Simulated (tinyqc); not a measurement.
# Signal and retention of a DRAM cell: what changes with what

A stored one starts at Vd and leaks: Cs dV/dt = -I(V), I = a sqrt((V + Vb)/(Vd + Vb)) + b, with a = Ig exp[-(Eg1 q/kB)(1/T - 1/T0)] (generation in a depletion layer) and b = Is exp[-(Es q/kB)(1/T - 1/T0)]. The bit line is precharged to Vd/2, and charge sharing gives the signal (V - Vd/2) Cs/(Cs + Cb).

Values chosen for this exercise:
```
symbol,value,unit,meaning
Vd,1.1,V,array voltage
Cs,15,fF,cell capacitance
Cb,82,fF,bit-line capacitance
dm,57,mV,smallest signal that the sense amplifier resolves
Vb,1.46,V,built-in plus back-bias voltage of the storage junction
Ig,0.65,fA,junction leakage at V = Vd and T0
Is,0.19,fA,voltage-independent leakage at T0
Es,0.3,eV,activation energy of Is
T0,358,K,reference temperature
T,358,K,temperature
sg,0.55,,deviation of ln(retention time) over the cells
Nc,4.29e9,,cells
tr,64,ms,refresh interval
Eg1,0.56,eV,activation energy of Ig
```

Constants: q = 1.602176634e-19 C, kB = 1.380649e-23 J/K. Results are converted to the units shown.

Each table varies one quantity; the others keep the values above.

## Effect of the cell capacitance

The cell fails below Vc = Vd/2 + dm (Cs + Cb)/Cs. With s = sqrt((Vc + Vb)/(Vd + Vb)), the time from Vd to Vc is t = [2 Cs (Vd + Vb)/a] [1 - s - (b/a) ln((a + b)/(a s + b))]. This time is the median of a log-normal spread: failing cells = Nc erfc(z/sqrt 2)/2, z = ln(t/tr)/sg.

Effect of the cell capacitance:

| Cs (fF) | Vc (V) | retention time (s) | failing cells |
|---|---|---|---|
| 12 | 0.99650 | 1.4903 | 22.395 |
| 16 | 0.89912 | 3.8863 | 1.7726e-4 |
| 20 | 0.84070 | 6.3003 | 1.5342e-7 |
| 24 | 0.80175 | 8.7236 | 8.6398e-10 |
| 28 | 0.77393 | 11.152 | 1.3782e-11 |
| 32 | 0.75306 | 13.585 | 4.3027e-13 |

Read the table: what changes, and by how much?

The retention time rises from 1.49 to 13.6 s, as Cs^(3.33) between the first two rows and Cs^(1.48) between the last two: faster than Cs, because the margin Vd - Vc grows too. It vanishes at Cs = 9.48 fF, where even a fresh one gives only dm.

## Failing cells against the refresh interval

Same model as above.

Results:

| tr (ms) | z | failing cells |
|---|---|---|
| 16 | 9.6810 | 7.7884e-13 |
| 32 | 8.4207 | 8.0243e-8 |
| 64 | 7.1605 | 0.0017245 |
| 128 | 5.9002 | 7.7871 |
| 512 | 3.3797 | 1.5567e6 |
| 1024 | 2.1194 | 7.3050e7 |
| 2048 | 0.85914 | 8.3711e8 |

Estimate the missing row, tr = 256 ms.

Computed row:

| tr (ms) | z | failing cells |
|---|---|---|
| 256 | 4.6399 | 7475.4 |

With this row back in the table: Doubling the interval lowers z by ln 2/sg = 1.26 and multiplies the count by 1.03e5 between the first two rows and by 11.5 between the last two. The count passes 1 at tr = 128 ms among the rows.

## Effect of the bit-line capacitance

Same model as above.

Effect of the bit-line capacitance:

| Cb (fF) | Vc (V) | retention time (s) | failing cells |
|---|---|---|---|
| 15 | 0.6640 | 8.063 | 3.125e-9 |
| 30 | 0.7210 | 6.975 | 3.154e-8 |
| 45 | 0.7780 | 5.898 | 4.204e-7 |
| 60 | 0.8350 | 4.831 | 8.122e-6 |
| 75 | 0.8920 | 3.775 | 2.646e-4 |
| 90 | 0.9490 | 2.728 | 0.01918 |
| 105 | 1.006 | 1.691 | 5.656 |
| 120 | 1.063 | 0.6626 | 4.595e4 |

What does the table show?

Vc rises by dm/Cs = 3.80 mV for each fF, and the retention time falls from 8.06 to 0.663 s; the margin is gone at Cb = 130 fF.

Range of the model: Real arrays also hold a tail of unusually leaky cells and cells whose retention varies in time, which this model lacks.

Program tinyqc, `OMP_NUM_THREADS=1 python tinyqc.py 2130115 2130116 out.jsonl`; Intel Xeon 2.30GHz, shared host, one thread, about 0.01 s.
